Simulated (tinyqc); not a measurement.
Where the concentration falls to given levels: concentration-dependent dopant diffusion with charged defects and the built-in field. Computed by tinyqc, a small Python program. Command: `OMP_NUM_THREADS=1 python tinyqc.py 3004437 3004438 out.jsonl extrinsic walk`. One thread of a shared host (Intel(R) Xeon(R) Processor @ 2.30GHz), about 0.09 s of CPU time with the checks.

A constant source C_s feeds a half space. The dopant moves through neutral point defects and through charged ones, whose number grows with the majority carrier density n.

Inputs (values chosen for the exercise, modelled on phosphorus in silicon):

| quantity | value | unit |
|---|---|---|
| neutral prefactor D0x | 3.46 | cm^2/s |
| neutral activation energy E0 | 3.65 | eV |
| singly charged prefactor D01 | 4.14 | cm^2/s |
| activation energy E1 | 3.99 | eV |
| doubly charged prefactor D02 | 38.8 | cm^2/s |
| activation energy E2 | 4.38 | eV |
| surface concentration C_s | 8.5e+18 | 1/cm^3 |
| temperature T | 1050 | C |
| time t | 1900 | s |

Field enhancement: on.

Constants: k_B = 8.617333262e-05 eV/K.

Method:
- n_i = 3.87e16 T^1.5 exp(-7014/T) per cm^3 (T in kelvin, an empirical form); each D = prefactor x exp(-E/(k_B T)); the intrinsic diffusivity D_i is their sum.
- Temperatures in kelvin are T(C) + 273.15.
- n = C/2 + sqrt(C^2/4 + n_i^2); D(C) = h [Dx + D1 (n/n_i) + D2 (n/n_i)^2], h = 1 + C/sqrt(C^2 + 4 n_i^2).
- With y = x/sqrt(D_s t), u = C/C_s and q = -(D/D_s) du/dy: du/dy = -q D_s/D, dq/dy = -(y/2) q D_s/D, u(0) = 1. The surface flux q(0) is shot so that u tends to 0 (LSODA, an adaptive multistep solver, relative tolerance 1e-10). Dose Q = 2 q(0) C_s sqrt(D_s t).
- For comparison, erfc profiles with a constant D: x = 2 sqrt(D t) erfc^-1(C/C_s), with D = D_i and D = D_s.

partial diffusivities (cm^2/s): Dx 4.33014e-14, D1 2.62659e-15, D2 8.04903e-16

n_i = 9.28828e+18 1/cm^3

surface diffusivity D_s = 6.98746e-14 cm^2/s

intrinsic diffusivity D_i = 4.67329e-14 cm^2/s

Depth (nm):

| C/C_s | D/D_s | full | erfc with D_i | erfc with D_s |
|---|---|---|---|---|
| 8.00e-01 | 0.93670 | 42.65 | 33.76 | 41.28 |
| 5.00e-01 | 0.83776 | 108.13 | 89.88 | 109.91 |
| 2.00e-01 | 0.73621 | 193.46 | 170.78 | 208.83 |
| 1.00e-01 | 0.70238 | 241.43 | 219.19 | 268.03 |
| 3.00e-02 | 0.67884 | 309.18 | 289.19 | 353.61 |
| 1.00e-02 | 0.67215 | 361.23 | 343.26 | 419.73 |
| 1.00e-03 | 0.66915 | 453.37 | 438.50 | 536.19 |
| 1.00e-04 | 0.66884 | 531.35 | 518.46 | 633.97 |

The depth between C/C_s = 0.1 and 1e-4 spans 290 nm in the full profile, against 299 nm for D_i and 366 nm for D_s; the ratio of the depths at 1e-4 and at 0.5 is 4.91, against 5.77 for any erfc. The profile is moderately steepened.
